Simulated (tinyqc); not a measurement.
# Stacked nanosheet transistor, parasitic resistance, capacitance and delay, step by step

Computed by the program tinyqc: `OMP_NUM_THREADS=1 python tinyqc.py 2170147 2170148 out.jsonl`, one thread of a shared Intel Xeon 2.30GHz, about 0.08 s for the whole run. Printed values are rounded.

Ns sheets share one contact on top; each has perimeter p = 2 (Ws + ts) and cross-section A = Ws ts; contact width Wc = Ws + 10 nm, stack height Hs = Ns pv. Sheet 1 is the top one. Contact length Lc = CPP - Lg - 2 Lsp, shared by two neighbouring gates. Source and drain sides are equal. The formulas are first-order estimates, not field solutions.

Inputs (values chosen for the exercise); values close to those of silicon logic devices:
- T = 300 K (temperature)
- Ns = 3 (number of sheets)
- Ws = 15 nm (sheet width)
- ts = 7 nm (sheet thickness)
- pv = 18 nm (vertical pitch of the sheets)
- rv = 146 ohm (vertical resistance between sheet levels)
- CPP = 45 nm (contacted gate pitch)
- Lg = 16 nm (gate length)
- Lsp = 8 nm (spacer length)
- ks = 3.3 (relative permittivity of the spacer)
- Hc = 15 nm (gate height above the channel stack)
- rc = 6.2e-10 ohm cm^2 (contact resistivity)
- re = 0.00031 ohm cm (resistivity of the source-drain epitaxy)
- te = 15 nm (current-carrying depth of the epitaxy)
- rx = 0.0017 ohm cm (resistivity of the extension)
- Lov = 2 nm (gate overlap)
- Cinv = 2.9 uF/cm^2 (inversion capacitance)
- vx = 8.3e6 cm/s (injection velocity)
- mu = 120 cm^2/(V s) (apparent mobility)
- VT = 0.27 V (threshold at zero drain voltage)
- dl = 0.058 V/V (barrier lowering)
- n = 1.17 (subthreshold factor)
- Cw = 0.24 fF (wire load)
- Vdd = 0.7 V (supply voltage)

Constants: q = 1.602176634e-19 C, kB = 1.380649e-23 J/K, eps0 = 8.8541878128e-12 F/m, Vt = kB T/q. Results are converted to the units shown.

## Geometry and resistances

Epitaxy sheet resistance Rsh = re/te, transfer length LT = sqrt(rc/Rsh), contact Rc = [sqrt(rc Rsh)/Wc] coth(Lc/(2 LT)); extension of one sheet Rx = rx Lsp/A. Effective width N p; for equal currents and rv = 0 one side has Rc + Rx/N.

Lc = 13 nm
effective width = 132 nm
Rsh = 206.667 ohm
LT = 17.3205 nm
Rc = 399.284 ohm
Rx = 1295.24 ohm
one side times effective width = 109.696 ohm um

Lc/2 is 0.38 transfer lengths, and Rc is 4.7 % above the area limit rc/(Wc Lc/2). The contact makes up 48.0 % of one side.

## Capacitances

With N sheets: gate Cg = Cinv p N Lg; per side, plate Cp = ks eps0 [Wc (Hs + Hc) - N A]/Lsp, top fringe Cf = (2/pi) ks eps0 Wc ln(1 + Lg/(2 Lsp)), overlap Co = Cinv p N Lov. Cs = Cp + Cf + Co. An inverter of two such devices driving an equal one has the load CL = 2 (Cg + 2 Cs) + 4 Cs + Cw (its own drains counted twice for the Miller effect).

Cg = 61.2480 aF
Cp = 5.14982 aF
Cf = 0.322336 aF
Co = 7.656 aF
CL = 467.521 aF

The channel capacitance gives 26.2 % of CL, the parasitic parts 22.5 % and the wire 51.3 %.

## Iteration 1: sheet currents at Vgs = Vdd, Vds = Vdd/2

I at the start (uA): sheet 1 0, sheet 2 0, sheet 3 0

One sheet: I = p Q vx u/(1 + |u|^1.8)^(1/1.8), Q = Cinv n Vt ln(1 + exp((Vg' - VT + dl Vd')/(n Vt))), u = Vd' mu/(vx Lg), Vg' = Vgs - v, Vd' = Vds - 2 v, with the drop on each side v_j = Rc sum I + rv (sum over levels k = 2..j of the current of sheets k..Ns) + Rx I_j. I(new) = I + 0.5 (I(out) - I).

drop v (mV): sheet 1 0, sheet 2 0, sheet 3 0
I(out) (uA): sheet 1 44.6506, sheet 2 44.6506, sheet 3 44.6506
I after iteration 1 (uA): sheet 1 22.3253, sheet 2 22.3253, sheet 3 22.3253

## Iteration 2: sheet currents at Vgs = Vdd, Vds = Vdd/2

As before.

drop v (mV): sheet 1 55.6589, sheet 2 62.1779, sheet 3 65.4374
I(out) (uA): sheet 1 36.3072, sheet 2 35.2115, sheet 3 34.6494
I after iteration 2 (uA): sheet 1 29.3163, sheet 2 28.7684, sheet 3 28.4873

## Course of the iteration: sheet currents at Vgs = Vdd, Vds = Vdd/2

Stop when the largest change of I is below 1e-6 uA, or after 80 iterations.

Course of the iteration:
```
iteration  total I (uA)  largest |change| of one entry (uA)
1               66.9759                                22.3
2               86.5720                                6.99
3               91.5713                                2.04
4               92.7639                               0.590
5               93.0471                               0.178
6               93.1159                              0.0566
7               93.1333                              0.0187
8               93.1379                             6.41e-3
9               93.1392                             2.24e-3
10              93.1396                             7.96e-4
11              93.1398                             2.86e-4
12              93.1398                             1.03e-4
13              93.1398                             3.74e-5
14              93.1398                             1.36e-5
15              93.1398                             4.94e-6
16              93.1398                             1.80e-6
17              93.1398                             6.56e-7
```

Converged in 17 iterations. At the end each change is about 0.36 times the one before: linear convergence. The bottom sheet carries 93.5 % of the current of the top one.

## Effective current, delay and energy

IH = I(Vdd, Vdd/2) = 93.1398 uA
IL = I(Vdd/2, Vdd), solved likewise = 28.8100 uA

Ieff = (IH + IL)/2, delay CL Vdd/(2 Ieff), energy CL Vdd^2, with CL the load of an inverter that drives an equal one.

Ieff = 60.9749 uA
delay = 2.68360 ps
energy = 229.085 aJ

Without any series resistance Ieff would be 85.8 uA, so the resistances cost 29.0 %.
